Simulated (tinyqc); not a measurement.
# Bending a trimer

Model: Stillinger-Weber potential for a tetrahedral semiconductor. Computed by tinyqc, a small Python program. Command: `OMP_NUM_THREADS=1 python tinyqc.py 3024209 3024210 out.jsonl swsi sweep`. One thread of a shared host (Intel(R) Xeon(R) Processor @ 2.30GHz), about 0.06 s of CPU time with the checks.

With x = r/sigma: pair term eps A (B x^-4 - 1) exp(1/(x - a)); for each pair of neighbours j, k of atom i, three-body term eps lambda exp(gamma/(x_ij - a) + gamma/(x_ik - a)) (cos theta_jik + 1/3)^2; both vanish beyond x = a. A = 7.049556277, B = 0.6022245584, a = 1.8.

Inputs (values chosen for the exercise, modelled on germanium):

| quantity | value | unit |
|---|---|---|
| energy scale eps | 1.912 | eV |
| length scale sigma | 2.181 | angstrom |
| three-body strength lambda | 34.4 | - |
| gamma | 1.2 | - |
| bond 1 of the trimer | 2.68 | angstrom |
| bond 2 of the trimer | 2.26 | angstrom |

Method. Atom 1 binds atoms 2 and 3 at the angle theta; the third side follows from the cosine rule. Sum the three pair terms and the three-body terms centred on each atom.

One run for each value:

| angle of the trimer theta (degrees) | energy of the trimer (eV) | three-body term at atom 1 (eV) | distance 2-3 (angstrom) |
|---|---|---|---|
| 60 | -1.9495 | 1.1614e+00 | 2.4966 |
| 70 | -2.6274 | 7.6278e-01 | 2.8543 |
| 80 | -3.0698 | 4.2985e-01 | 3.1916 |
| 90 | -3.2984 | 1.8582e-01 | 3.5057 |
| 100 | -3.4182 | 4.2645e-02 | 3.7939 |
| 110 | -3.4607 | 1.2620e-04 | 4.0538 |
| 120 | -3.4144 | 4.6455e-02 | 4.2833 |
| 140 | -3.1477 | 3.1314e-01 | 4.6443 |
| 160 | -2.8459 | 6.1489e-01 | 4.8655 |
| 180 | -2.7176 | 7.4328e-01 | 4.9400 |

What does the table show, and why?

Over the rows, energy of the trimer (eV) goes from -1.95 through a minimum among these rows, -3.46 at 110, to -2.72; three-body term at atom 1 (eV) goes from 1.16 through a minimum among these rows, 1.26e-4 at 110, to 0.743. The term at atom 1 vanishes at the tetrahedral angle, 109.47 degrees. At the smallest angles a third bond forms between atoms 2 and 3.

Extremes, crossings and ranges named in words are read from the listed rows.
